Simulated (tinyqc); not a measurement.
## Gate work function from the charge

Inverse problem. For an undoped double gate, Q = 8 eps0 eps_r Vt beta tan(beta)/ts with 0 < beta < pi/2, and at the source (Vg - dphi)/(2 Vt) - ln[(2/ts) sqrt(2 eps0 eps_r Vt/(q ni))] = ln(beta) - ln(cos beta) + 2 r beta tan(beta), r = eps_r tox/(eox ts). Find beta and dphi.

Parameters, values chosen for the exercise; material values close to those of silicon:
```
symbol,value,unit,meaning
T,325,K,temperature
eps_r,11.7,,relative permittivity of the semiconductor
eox,25.9,,relative permittivity of the gate insulator
tox,10,nm,insulator thickness
ts,8,nm,body thickness
Vg,1.29,V,gate voltage
```

Constants: q = 1.602176634e-19 C, kB = 1.380649e-23 J/K, Vt = kB T/q, eps0 = 8.8541878128e-14 F/cm where lengths are in cm. Results are converted to the units shown.

Qs = 2298.9416 nC/cm^2
ni = 5.3206617e10 cm^-3

Answer. beta tan(beta) rises from 0 without bound on the interval, so the charge fixes beta; the second relation is then explicit in dphi. At this charge the surface density passes 0.3 Nc, so the classical Boltzmann model is only formal.

beta = 1.40
dphi = 0.180 V

Numbers from tinyqc (`OMP_NUM_THREADS=1 python tinyqc.py 2440030 2440031 out.jsonl`; about 0.01 s on one thread of a shared Intel Xeon 2.30GHz).
